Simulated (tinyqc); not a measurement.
p-n heterojunction, non-linear Poisson equation by Newton steps, Fermi-Dirac statistics: one step of the calculation.

One dimension, material 1 (p-type) at x < 0 and material 2 (n-type) at x > 0. Band edges: Ec = -psi in material 1 and -psi + dEc in material 2, Ev = Ec - Eg. Flat quasi-Fermi levels: 0 for holes, +V for electrons. n = Nc F((EFn - Ec)/Vt), p = Nv F((Ev - EFp)/Vt), with F(eta) = F_1/2(eta) = (2/sqrt(pi)) int_0^infinity sqrt(u) du/(1 + exp(u - eta)) (Fermi-Dirac statistics); full ionisation, no interface charge, classical densities; the doping types are chosen for the exercise.

Question. Band edges, densities and displacement. Ec, Ev, n and p as defined; D = a_k (psi_(k+1) - psi_k) on the interval that holds the interface.

Inputs (values chosen for the exercise); band and dielectric values those of a made-up pair: temperature T = 300 K; band gap of material 1 Eg1 = 1.75 eV; conduction-band density of states of material 1 Nc1 = 4.27e17 cm^-3; valence-band density of states of material 1 Nv1 = 9.15e18 cm^-3; band gap of material 2 Eg2 = 0.75 eV; conduction-band density of states of material 2 Nc2 = 2.47e17 cm^-3; valence-band density of states of material 2 Nv2 = 6.99e18 cm^-3; conduction-band offset Ec2 - Ec1 dEc = -0.58 eV; acceptor density of material 1 N1 = 1.3e18 cm^-3; donor density of material 2 N2 = 1.3e16 cm^-3; bias of side 1 against side 2 V = 0.35 V.

Constants: q = 1.602176634e-19 C, kB = 1.380649e-23 J/K, Vt = kB T/q. Results are converted to the units shown.

```
node  x (nm)  converged psi (V)  material
0      -52.3         -1.7008487         1
1      -35.9         -1.7006449         1
2        -24         -1.6979199         1
3      -15.3         -1.6771360         1
4      -9.06         -1.6061234         1
5      -4.51         -1.5054821         1
6       -1.2         -1.4056740         1
7        1.2         -1.3207416         2
8       6.56         -1.2611365         2
9       18.5         -1.2050835         2
10      45.3         -1.1333827         2
11       105         -1.0379874         2
12       238         -1.0070281         2
13       537         -1.0056389         2
```

coupling a_i, interval 0 to 12 (F/cm^2): [6.2087293e-7, 8.5565681e-7, 1.1703811e-6, 1.6317814e-6, 2.2378716e-6, 3.0762284e-6, 4.3151553e-6, 1.9657618e-6, 8.8245255e-7, 3.9315237e-7, 1.7649051e-7, 7.9221680e-8, 3.5239075e-8]

Give: Ec; Ev; n; p; D.

Answer.

```
node  Ec (eV)  Ev (eV)  n (cm^-3)  p (cm^-3)
0       1.701  -0.0492   8.653e-6   1.300e18
1       1.701  -0.0494   8.722e-6   1.290e18
2       1.698  -0.0521   9.691e-6   1.167e18
3       1.677  -0.0729   2.165e-5   5.350e17
4       1.606  -0.1439   3.377e-4   3.498e16
5       1.505  -0.2445    0.01656   7.140e14
6       1.406  -0.3443     0.7868   1.503e13
7       0.741  -0.0093   6.738e10   3.998e18
8       0.681  -0.0689   6.758e11   4.755e17
9       0.625  -0.1249   5.909e12   5.556e16
10      0.553  -0.1966   9.461e13   3.478e15
11      0.458  -0.2920   3.769e15   8.687e13
12      0.427  -0.3230   1.233e16   2.623e13
13      0.426  -0.3244   1.300e16   2.486e13
```

D = 366.5 nC/cm^2

tinyqc, about 0.2 s, one thread, Intel Xeon 2.30GHz (shared host): `OMP_NUM_THREADS=1 python tinyqc.py 2040128 2040129 out.jsonl`
